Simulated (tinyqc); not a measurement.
Inside a calculation: electrons shared among three sets of ellipsoidal valleys. Values are carried at full precision from step to step, so a last printed digit may differ when a step is redone from the rounded ones.

Constants: hbar^2/2m0 = 3.80998211 eV angstrom^2; kB = 8.617333262e-05 eV/K.

Values chosen for the exercise (masses and offsets near those of Si; mobilities are free inputs, held fixed; not measured data):
```
symbol  value                   unit        meaning
ml      (0.87, 0.87, 1.703)     m0          longitudinal masses of Delta2, Delta4, L
mt      (0.191, 0.191, 0.1182)  m0          transverse masses
M       (2, 4, 4)                           valleys in each set
T       500                     K
dE      (0, 0.106, 0.815)       eV          edges of Delta2, Delta4, L above the first, the first two split by strain
n       6.9e+19                 1/cm^3      total electron density
mu      (2000, 980, 490)        cm^2/(V s)  mobility of each set, for current in the plane normal to the Delta2 axis
```

## Masses of each set

One valley: m_d = (ml mt^2)^(1/3). Whole set: m_de = M^(2/3) m_d. Mean over three axes: 1/m_c = (1/ml + 2/mt)/3. Anisotropy K = ml/mt.

m_d, m_de, m_c (m0) and K of each set:
```
set        m_d    m_de     m_c      K
Delta2  0.3166  0.5026  0.2582   4.55
Delta4  0.3166  0.7978  0.2582   4.55
L       0.2876  0.7248  0.1714  14.41
```

m_de/m_c is 1.95 for Delta2, 3.09 for Delta4, 4.23 for L: many anisotropic valleys give many states at a light conductivity mass. m_c is the mean over three axes; a set that holds only some of the equivalent valleys conducts with a mass that depends on direction.

## Effective densities of states

N_i = M_i times N = 2 (m kB T/(4 pi c))^(3/2) with c = hbar^2/2m0, in 1/angstrom^3; times 1e24 for 1/cm^3, with m = (ml mt^2)^(1/3).

kT = 0.043087 eV

N_i (1/cm^3): Delta2 1.9238e+19, Delta4 3.8477e+19, L 3.3314e+19

## Fermi level and populations

F_j(eta) = (1/Gamma(j + 1)) integral_0^infinity x^j dx/(1 + exp(x - eta)), which tends to exp(eta) for eta << 0.

Solve n = sum_i N_i F_1/2((EF - dE_i)/kT), energies from the edge of the first set.

EF = 0.0808 eV

eta_i: Delta2 1.87, Delta4 -0.59, L -17.04

n_i (1/cm^3): Delta2 5.09e+19, Delta4 1.81e+19, L 1.32e+12

shares: Delta2 0.7370, Delta4 0.2630, L 0.0000

Delta2 holds most electrons (73.7 %). Boltzmann weights N_i exp(-dE_i/kT) would give Delta4 a share of 0.1459.

## Drift and Hall mobility of the mixture

With f_i the shares, mu_drift = sum f_i mu_i; low-field Hall mobility mu_H = sum f_i mu_i^2/mu_drift (scattering and anisotropy factors set to 1); the Hall density is n mu_drift/mu_H; rho = 1/(e n mu_drift), e = 1.602176634e-19 C.

mu_drift = 1732 cm^2/(V s)
mu_H = 1848 cm^2/(V s)
Hall density = 6.47e+19 1/cm^3
rho = 5.22e-05 ohm cm

A Hall measurement would read 93.7 % of the true density. The mobilities are of the size met in pure crystals; at this density impurities would cut them and raise rho, by a factor of two to ten or more depending on crystal and density.

## Checks

- Share of Delta4 at n = 1e10 1/cm^3 against the Boltzmann weight: both 0.1459.

Program tinyqc; command `OMP_NUM_THREADS=1 python tinyqc.py 1652635 1652636 out.jsonl`; about 0.02 s on one thread of a shared Intel(R) Xeon(R) Processor @ 2.30GHz.
